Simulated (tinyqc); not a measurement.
Inside a calculation. Model: input admittance of a MOSFET at zero drain bias: distributed channel and distributed gate.

Numbers from tinyqc (`OMP_NUM_THREADS=1 python tinyqc.py 2262008 2262009 out.jsonl`; about 0.01 s on one thread of a shared Intel Xeon 2.30GHz). Printed values are rounded.

Source and drain grounded, strong inversion, w = 2 pi f, Cox = eps0 eox/tox. The channel is an RC line of resistance 1/(mu Cox Vo) per square fed from both ends, so one finger has the intrinsic admittance y = i w Cox L tanh(g)/g per width, g = (1/2) sqrt(i w tau), tau = L^2/(mu Vo). The vertical resistance rv/L is in series with y, the overlaps 2 i w Cov in parallel: y_t = 1/(1/y + rv/L) + 2 i w Cov. The gate strip is a line of Rsh/L per length loaded by y_t, so a finger has Y = y_t Wf tanh(k)/k, k = (Wf/sd) sqrt(y_t Rsh/L); the device has Nf Y.

Inputs (values chosen for the exercise); values of the order met in silicon radio-frequency transistors: relative permittivity of the gate insulator (close to silicon dioxide) eox = 3.9; insulator thickness tox = 7 nm; channel length L = 0.23 um; finger width Wf = 9 um; number of fingers Nf = 16; channel mobility mu = 220 cm^2/(V s); gate overdrive Vo = 0.29 V; sheet resistance of the gate Rsh = 18 ohm/square; vertical resistivity of the gate stack rv = 6.7 ohm um^2; number of ends at which a finger is contacted sd = 1; overlap and fringe capacitance on each side Cov = 0.34 fF/um; frequency f = 25 GHz.

Constants: eps0 = 8.8541878128e-14 F/cm where lengths are in cm. Results are converted to the units shown.

## Low-frequency resistances and capacitance

Low-frequency limits, with c = Cox L and ct = c + 2 Cov: R_strip = Rsh Wf/(3 sd^2 L Nf), R_ch = (c/ct)^2 L/(12 mu Cox Vo Wf Nf), R_vert = (c/ct)^2 rv/(L Wf Nf), C = ct Wf Nf.

parts (ohm): strip 14.67391, channel 1.653378, vertical 0.07908762
sum = 16.40638 ohm
C = 261.3025 fF
1/(2 pi R C) = 37.12477 GHz

The strip term is the largest, 89.4 % of the sum.

## Admittance of the channel and stack per width

tau, g, c = Cox L, y and y_t as defined.

tau = 8.291536 ps
g = 0.4034897+0.4034897i
c = 1.134601 fF/um
y = 19.0172+175.7464i uS/um
y_t = 19.9049+282.3614i uS/um

w tau = 1.30, and Im y is 0.986 of w c.

## Input impedance of the device

k and Y as defined; Z = 1/(Nf Y) = R + 1/(i w C); Q = |Im Z|/R; signal at the point farthest from a contact |1/cosh k|.

k = 0.9799356+0.9132874i
Nf Y = 17.03980+27.83410i mS
R = 15.99843 ohm
C = 243.6071 fF
Q = 1.633476
signal at the far point = 0.7707549

R is 2.5 % below its low-frequency limit and C is 6.8 % below its own.
